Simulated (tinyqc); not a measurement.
# p-n diode with diffusion and depletion-layer recombination: effects of single changes

Abrupt junction in the depletion approximation, low injection, full ionisation, neutral widths fixed, ohmic contact on the p side. Vj is the junction voltage; where a series resistance Rs is given, V = Vj + J Rs is the terminal voltage.

Values chosen for this exercise; band and dielectric values close to those of indium phosphide:

| symbol | value | unit | meaning |
|---|---|---|---|
| T | 325 | K | temperature |
| Eg | 1.32 | eV | band gap |
| eps_r | 12.3 |  | relative permittivity |
| Nc | 6.43e17 | cm^-3 | conduction-band density of states at T |
| Nv | 1.25e19 | cm^-3 | valence-band density of states at T |
| Na | 2.1e16 | cm^-3 | acceptor density |
| Nd | 8.3e15 | cm^-3 | donor density |
| mun | 3400 | cm^2/(V s) | electron mobility in the p side |
| mup | 190 | cm^2/(V s) | hole mobility in the n side |
| tn | 4e-8 | s | electron lifetime |
| tp | 1e-9 | s | hole lifetime |
| wp | 17 | um | neutral width of the p side |
| wn | 140 | um | neutral width of the n side |
| Sp | 6000 | cm/s | recombination velocity at the n contact |
| Rs | 0.0044 | ohm cm^2 | series resistance |
| Et | 0 | eV | trap level above the intrinsic level |
| Vj | 0.43 | V | junction voltage at which recombination is evaluated |

Constants: q = 1.602176634e-19 C, kB = 1.380649e-23 J/K, Vt = kB T/q, eps0 = 8.8541878128e-14 F/cm where lengths are in cm. Results are converted to the units shown.

Each table varies one quantity; the others keep the values above.

## Currents and ideality against junction voltage

ni = sqrt(Nc Nv) exp(-Eg/(2 Vt)), Eg in volts; D = mu Vt; Ln = sqrt(Dn tn), Lp = sqrt(Dp tp); J0n = q ni^2 Dn coth(wp/Ln)/(Ln Na); J0p = (q ni^2 Dp/(Lp Nd)) (s + tanh(wn/Lp))/(1 + s tanh(wn/Lp)), s = Sp Lp/Dp. J_diff = (J0n + J0p)(exp(Vj/Vt) - 1). Vbi = Vt ln(Na Nd/ni^2), W = sqrt(2 eps0 eps_r (Vbi - Vj)(1/Na + 1/Nd)/q), xp = W Nd/(Na + Nd), xn = W Na/(Na + Nd); u(x) = q Na (x + xp)^2/(2 eps0 eps_r) for x < 0 and Vbi - Vj - q Nd (xn - x)^2/(2 eps0 eps_r) for x > 0; p = Na exp(-u/Vt), n = Nd exp((u - Vbi + Vj)/Vt); U = ni^2 (exp(Vj/Vt) - 1)/(tp (n + ni exp(Et/Vt)) + tn (p + ni exp(-Et/Vt))); J_scr = q times the integral of U from -xp to xn. J = J_diff + J_scr. Ideality = (1/Vt) dVj/d ln J or (1/Vt) dV/d ln J; last column ni^2 exp(Vj/Vt)/N^2.

Results:
```
Vj (V),J_diff (A/cm^2),J_scr (A/cm^2),J (A/cm^2),V (V),ideality against Vj,ideality against V,"minority/doping, lighter side"
0.25,3.981e-10,5.625e-7,5.629e-7,0.2500,1.871,1.871,2.982e-12
0.33,6.928e-9,2.560e-6,2.567e-6,0.3300,1.886,1.886,5.188e-11
0.4,8.436e-8,9.625e-6,9.709e-6,0.4000,1.868,1.868,6.317e-10
0.48,1.468e-6,4.427e-5,4.573e-5,0.4800,1.810,1.810,1.099e-8
0.55,1.787e-5,1.716e-4,1.894e-4,0.5500,1.696,1.696,1.338e-7
0.63,3.110e-4,8.363e-4,0.001147,0.6300,1.467,1.467,2.329e-6
0.7,0.003786,0.003501,0.007287,0.7000,1.251,1.252,2.835e-5
0.85,0.8022,0.07613,0.8783,0.8539,1.047,1.185,0.006007
```

Estimate the missing row, Vj = 0.78 V.

Computed row:
```
Vj (V),J_diff (A/cm^2),J_scr (A/cm^2),J (A/cm^2),V (V),ideality against Vj,ideality against V,"minority/doping, lighter side"
0.78,0.06589,0.01893,0.08482,0.7804,1.100,1.113,4.934e-4
```

With this row back in the table: The ideality against Vj goes from 1.87 through a maximum of 1.89 (at Vj = 0.33 V among the rows listed) to 1.05. Diffusion overtakes recombination in the layer between Vj = 0.63 and 0.7 V. J_scr alone has an ideality of 1.88 between the first two rows and 1.80 between the last two. From Vj = 0.85 V the series resistance raises the terminal ideality by over a tenth; there J Rs = 0.14 Vt.

## Effect of the donor density

Same model as above.

J = J_diff + J_scr.

The same in every row: J0n (A/cm^2) = 1.447e-14; wn/Lp = 191.9.

Results:
```
Nd (cm^-3),J0p (A/cm^2),J_diff (A/cm^2),J_scr (A/cm^2),J_scr/J (%)
1e15,3.188e-13,1.552e-6,5.781e-5,97.39
2.2e15,1.449e-13,7.422e-7,3.640e-5,98.00
5e15,6.377e-14,3.643e-7,2.270e-5,98.42
2.5e16,1.275e-14,1.267e-7,9.395e-6,98.67
5.7e16,5.594e-15,9.341e-8,8.486e-6,98.91
1.3e17,2.453e-15,7.878e-8,8.473e-6,99.08
```

Estimate the missing row, Nd = 1.1e16 cm^-3.

Computed row:
```
Nd (cm^-3),J0p (A/cm^2),J_diff (A/cm^2),J_scr (A/cm^2),J_scr/J (%)
1.1e16,2.899e-14,2.023e-7,1.452e-5,98.63
```

With this row back in the table: As Nd goes from 1e15 to 1.3e17, J0p falls from 3.19e-13 to 2.45e-15 A/cm^2, J_scr falls from 5.78e-5 to 8.47e-6 A/cm^2 and its share rises from 97.4 to 99.1 %. J0p goes as Nd^(-1.00) at the start and Nd^(-1.00) at the end.

Program tinyqc, `OMP_NUM_THREADS=1 python tinyqc.py 2260110 2260111 out.jsonl`; Intel Xeon 2.30GHz, shared host, one thread, about 0.01 s.
